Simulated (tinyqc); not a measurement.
Schottky barrier on an n-type semiconductor with a surface-enhanced doping, non-linear Poisson equation by Newton steps: two steps of the calculation.

One dimension, metal at x = 0, donor density C(x) = Nd + N0 exp(-x/Ls). Energies are counted from the electron Fermi level of the semiconductor and the conduction-band edge is Ec = -psi, so n = Nc exp(psi/Vt); holes follow the Fermi level of the metal, at -V, so p = Nv exp((V - psi - Eg)/Vt). Ends: psi(0) = V - phiB and psi = Vt ln(Nd/Nc) deep inside. Boltzmann statistics, full ionisation, no current, no image force in the Poisson equation.

Inputs (values chosen for the exercise); band and dielectric values close to those of gallium arsenide:
- T = 450 K (temperature)
- Eg = 1.43 eV (band gap)
- Nc = 8.18e17 cm^-3 (conduction-band density of states at T)
- Nv = 1.65e19 cm^-3 (valence-band density of states at T)
- V = 0 V (bias of the metal against the semiconductor)

Constants: q = 1.602176634e-19 C, kB = 1.380649e-23 J/K, Vt = kB T/q. Results are converted to the units shown.

Task 1. Densities, residual and Jacobian diagonal. n_i = Nc exp(psi_i/Vt), p_i = Nv exp((V - psi_i - Eg)/Vt), rho_i = p_i - n_i + C_i, g_i = (n_i + p_i)/Vt. Box widths w_i = (h_(i-1) + h_i)/2 in cm. Residual F_i = a_i (psi_(i+1) - psi_i) - a_(i-1) (psi_i - psi_(i-1)) + q rho_i w_i; Jacobian: a_(i-1) and a_i beside the diagonal, b_i = -a_(i-1) - a_i - q g_i w_i on it. The two end nodes are fixed.

```
node  x (nm)  psi at the start (V)  donor density C (cm^-3)
0          0           -0.69000000                  6.17e16
1         62           -0.50641515             4.2378743e16
2        138           -0.33715120             2.7851319e16
3        232           -0.21278060             1.7996883e16
4        348           -0.18092426             1.2196367e16
5        491           -0.18092426             9.3190526e15
6        667           -0.18092426             8.1605648e15
7        884           -0.18092426             7.7977540e15
8       1150           -0.18092426             7.7146209e15
9       1480           -0.18092426             7.7013845e15
10      1880           -0.18092426             7.7000795e15
11      2380           -0.18092426             7.7000022e15
```

coupling a_i, interval 0 to 10 (F/cm^2): 1.8708042e-7  1.5261824e-7  1.2339347e-7  9.9991259e-8  8.1111790e-8  6.5903330e-8  5.3451549e-8  4.3605211e-8  3.5148443e-8  2.8997465e-8  2.3197972e-8

Give: n; p; residual F; diagonal b.

Result 1.

```
node  n (cm^-3)  p (cm^-3)
0      1.531e10   8.508e10
1      1.742e12    7.478e8
2      1.370e14    9.509e6
3      3.386e15    3.848e5
4      7.700e15    1.692e5
5      7.700e15    1.692e5
6      7.700e15    1.692e5
7      7.700e15    1.692e5
8      7.700e15    1.692e5
9      7.700e15    1.692e5
10     7.700e15    1.692e5
11     7.700e15    1.692e5
```

```
node  residual F (1e-8 C/cm^2)  diagonal b (F/cm^2)
1                        3.834            -3.397e-7
2                        2.726            -2.808e-7
3                        1.242            -3.703e-7
4                        0.614            -5.931e-7
5                        0.414            -6.544e-7
6                        0.145            -7.445e-7
7                        0.038            -8.654e-7
8                        0.007            -1.027e-6
9                        0.001            -1.225e-6
10                       0.000            -1.484e-6
```

Task 2. Newton step. Solve the tridiagonal system a_(i-1) d_(i-1) + b_i d_i + a_i d_(i+1) = -F_i for nodes 1 to 10, with d = 0 on fixed nodes. The full step is added.

coupling a_i, interval 0 to 10 (F/cm^2): 1.8708042e-7  1.5261824e-7  1.2339347e-7  9.9991259e-8  8.1111790e-8  6.5903330e-8  5.3451549e-8  4.3605211e-8  3.5148443e-8  2.8997465e-8  2.3197972e-8

```
node  diagonal b (F/cm^2)  residual F (C/cm^2)
1           -3.6622261e-7        -1.0145178e-9
2           -9.0060409e-6        -3.3694619e-7
3           -5.6662861e-6        -1.8479045e-7
4           -1.2097492e-6        -9.2945615e-9
5           -8.2119961e-7       -8.7524623e-10
6           -7.9421980e-7       -7.2845139e-11
7           -8.7784738e-7       -3.8928530e-12
8           -1.0291271e-6       -1.1007415e-13
9           -1.2256298e-6       -1.3066843e-15
10          -1.4838380e-6       -5.9745298e-18
```

psi after iteration 1, node 0 to 11 (V): -0.69000000  -0.26287667  -0.04618788  -0.07270294  -0.14544230  -0.16990571  -0.17795640  -0.18029908  -0.18082941  -0.18091492  -0.18092370  -0.18092426

Give: Newton step d; psi after iteration 2.

Result 2.

Newton step d, node 1 to 10 (V): -0.018686  -0.038191  -0.033631  -0.010606  -0.002135  -0.000270  -0.000021  -0.000001  0.000000  0.000000
psi after iteration 2, node 0 to 11 (V): -0.69000  -0.28156  -0.08438  -0.10633  -0.15605  -0.17204  -0.17823  -0.18032  -0.18083  -0.18091  -0.18092  -0.18092

tinyqc, about 0.08 s, one thread, Intel Xeon 2.30GHz (shared host): `OMP_NUM_THREADS=1 python tinyqc.py 2020036 2020037 out.jsonl`
